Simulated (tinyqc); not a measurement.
What each parameter does: quantum well in an electric field by finite differences.

Finite differences on points z_i at the centres of cells of width h: H_ii = (c/h^2)(1/m_(i-1/2) + 1/m_(i+1/2)) + V_i, H_(i,i+1) = -(c/h^2)/m_(i+1/2), where m_(i+1/2) is the mean of the masses at the two points (the end values are repeated outwards), psi = 0 on the points beyond both ends, c = hbar^2/2m0. The field adds e F (z - z0) with z0 the middle of the structure; 1 kV/cm = 1e-5 eV/angstrom.

Constants: hbar^2/2m0 = 3.80998211 eV angstrom^2.

Values chosen for the exercise (near those of an InGaAs well in InP; not measured data):

| symbol | value | unit | meaning |
|---|---|---|---|
| Lw | 90 | angstrom | well width |
| Lb | 54 | angstrom | each outer barrier |
| V0 | 0.264 | eV | barrier height |
| mw | 0.0401 | m0 | mass in the well |
| mb | 0.0775 | m0 | mass in the barriers |
| F | 58 | kV/cm | field along z |
| hf | 1.125 | angstrom | cell width of the fine grid |

Three layers: barrier, well, barrier; fine grid. The Stark shift is E1(F) - E1(0).

Results for these values:

| case | E1 (eV) | E2 - E1 (meV) | Stark shift (meV) | <z - z0> (angstrom) |
|---|---|---|---|---|
| base | 0.0453 | 143.4 | -1.49 | -5.13 |

What happens to each result for Lw = 72 angstrom, all else kept?

Answer: E1 rises from 0.0453 to 0.0607; E2 - E1 rises from 143.4 to 181.8; Stark shift rises from -1.49 to -0.89; <z - z0> rises from -5.13 to -3.07.

The same for each parameter in turn:

| case | E1 (eV) | E2 - E1 (meV) | Stark shift (meV) | <z - z0> (angstrom) |
|---|---|---|---|---|
| base | 0.0453 | 143.4 | -1.49 | -5.13 |
| Lw = 72 angstrom | 0.0607 | 181.8 | -0.89 | -3.07 |
| Lb = 72 angstrom | 0.0452 | 142.1 | -1.51 | -5.19 |
| V0 = 0.317 eV | 0.0485 | 153.1 | -1.31 | -4.52 |
| mw = 0.0461 m0 | 0.0429 | 133.1 | -1.53 | -5.25 |
| mb = 0.093 m0 | 0.0427 | 141.6 | -1.51 | -5.20 |
| F = 87 kV/cm | 0.0434 | 144.8 | -3.34 | -7.63 |

Run: tinyqc, `OMP_NUM_THREADS=1 python tinyqc.py 1250127 1250128 out.jsonl`; Intel(R) Xeon(R) Processor @ 2.30GHz, one thread, shared host; about 0.03 s of CPU time with all checks.
